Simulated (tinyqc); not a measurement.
Nanowire ballistic transistor, top-of-the-barrier model: effect of the effective mass.

At the top of the source barrier, states moving towards the drain are filled by the source (Fermi level 0) and states moving back by the drain (Fermi level -q Vd); nothing scatters. U is the shift of the band edge there, set by the capacitances CG, CD and CS (the total) and by the charge. Parabolic one-dimensional subband; the source is grounded.

N0 = gv sqrt(2 m kB T/pi)/hbar, CG = 2 pi eps0 eox/ln(1 + 2 tox/d), CS = CG/aG, n0 = n at U = 0 and Vd = 0. eta1 = -(E0 + U)/Vt, eta2 = eta1 - Vd/Vt, n = (N0/2)[F_(-1/2)(eta1) + F_(-1/2)(eta2)], F_(-1/2)(x) = (1/sqrt(pi)) int_0^infinity u^(-1/2)/(1 + exp(u - x)) du. U = UL + q (n - n0)/CS with UL = -(aG Vg + aD Vd), energies in eV. I = gv (2 q^2/h) Vt [ln(1 + exp eta1) - ln(1 + exp eta2)]. CQ = (q/Vt) dn/d(eta1). E0 is held fixed.

Values chosen for this exercise; mass and valleys close to those of gallium nitride:

| symbol | value | unit | meaning |
|---|---|---|---|
| T | 300 | K | temperature |
| gv | 1 |  | valley degeneracy |
| eox | 22 |  | relative permittivity of the gate insulator |
| tox | 2 | nm | insulator thickness |
| d | 2 | nm | wire diameter |
| aG | 0.78 |  | gate control CG/CS |
| aD | 0.112 |  | drain control CD/CS |
| E0 | 0.25 | eV | band edge at the barrier top above the source Fermi level at zero bias |
| Vg | 0.8 | V | gate voltage |
| Vd | 0.8 | V | drain voltage |

Constants: q = 1.602176634e-19 C, kB = 1.380649e-23 J/K, hbar = 1.054571817e-34 J s, h = 6.62607015e-34 J s, m0 = 9.1093837015e-31 kg, Vt = kB T/q, eps0 = 8.8541878128e-14 F/cm where lengths are in cm. Results are converted to the units shown.

Effect of the effective mass:
```
m (m0)   eta1  n (cm^-1)  I (uA)  mean velocity I/(q n) (cm/s)    CQ/CS
0.02    17.27    1.539e6   34.58                       1.403e8  0.01944
0.032   17.09    1.936e6   34.24                       1.104e8  0.02472
0.05    16.89    2.406e6   33.83                       8.776e7  0.03109
0.08    16.62    3.019e6   33.30                       6.883e7  0.03965
0.13    16.28    3.808e6   32.61                       5.344e7  0.05108
0.2     15.91    4.669e6   31.86                       4.259e7  0.06411
0.32    15.41    5.812e6   30.87                       3.315e7  0.08242
0.5     14.84    7.129e6   29.72                       2.603e7   0.1050
0.8     14.12    8.793e6   28.28                       2.007e7   0.1363
```

As m goes from 0.02 to 0.8 m0, n rises from 1.54e6 to 8.79e6 cm^-1, the mean velocity falls from 1.40e8 to 2.01e7 cm/s and the current falls from 34.6 to 28.3 uA. CQ/CS goes from 0.019 to 0.14. The loss of velocity outweighs the gain of charge over the whole range. For m = 0.02 to 0.08 m0 the source Fermi level lies over 0.3 eV above the band edge, where a light band is no longer parabolic. At m = 0.8 m0 higher subbands of the wire, left out here, could begin to fill.

Program tinyqc, `OMP_NUM_THREADS=1 python tinyqc.py 2400118 2400119 out.jsonl`; Intel Xeon 2.30GHz, shared host, one thread, about 0.05 s.
